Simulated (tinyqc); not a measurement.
Current gain against temperature: heavy doping: gap narrowing, degeneracy and the minority density.

F_j(eta) = (1/Gamma(j + 1)) integral_0^infinity x^j dx/(1 + exp(x - eta)), which tends to exp(eta) for eta << 0.

Empirical narrowing (Slotboom form, constants chosen for the exercise; published fits of this form give the apparent narrowing, here it is taken as the true one): dEg = E0 [ln(N/N0) + sqrt(ln(N/N0)^2 + C)].

Majority: N = Nv F_1/2(eta), eta the distance of EF beyond the majority band edge in kT. Degeneracy factor gam = F_1/2(eta)/exp(eta). ni0^2 = Nc Nv exp(-Eg/kT); product n p = ni0^2 gam exp(dEg/kT), dEg the true narrowing; apparent narrowing dEa = dEg + kT ln gam; minority density = n p/N.

Bipolar transistor with N as emitter doping: beta = K (N/NB) exp((dEa_B + dG - dEa_E)/kT), dEa_E = dEg(N) + kT ln gam, dEa_B = dEg(NB). For the sweep in T, Nv is scaled as (T/T0)^(3/2) from its value at T0 = T.

Constants: kB = 8.617333262e-05 eV/K.

Values chosen for the exercise (gap and densities of states near those of GaAs at this temperature; narrowing constants of the size fitted for Si, not for this material; the results hold for these values, not for the real material):
- Eg = 1.43 eV (gap)
- Nc = 3.27e+17 1/cm^3 (conduction-band density of states)
- Nv = 7.35e+18 1/cm^3 (valence-band density of states)
- T = 250 K
- E0 = 8.1 meV (narrowing scale)
- N0 = 8.2e+16 1/cm^3 (onset density)
- C = 0.5 (smoothing constant)
- N = 2.1e+18 1/cm^3 (ionised acceptors, equal to the majority density)
- NB = 4e+16 1/cm^3 (base doping)
- K = 4.3 (ratio (D_B W_E)/(D_E W_B))
- dG = 120 meV (extra narrowing of the base by alloying)

Gain:

| T (K) | beta | beta with dG = 0 | without narrowing |
|---|---|---|---|
| 150 | 5.92e+04 | 5.50 | 226 |
| 200 | 1.44e+04 | 13.6 | 226 |
| 250 | 6.20e+03 | 23.6 | 226 |
| 300 | 3.54e+03 | 34.2 | 226 |
| 350 | 2.38e+03 | 44.5 | 226 |
| 400 | 1.77e+03 | 54.3 | 226 |
| 450 | 1.40e+03 | 63.5 | 226 |

dEa_B + dG - dEa_E at T0 = 71.4 meV

beta is 5.92e+04 at 150 K and 1.4e+03 at 450 K, since the net exponent is positive: the gap is narrower in the base. At 300 K narrowing and degeneracy change the gain by a factor 0.151 and alloying the base by 104.

Program tinyqc; command `OMP_NUM_THREADS=1 python tinyqc.py 1680071 1680072 out.jsonl`; about 0.01 s on one thread of a shared Intel(R) Xeon(R) Processor @ 2.30GHz.
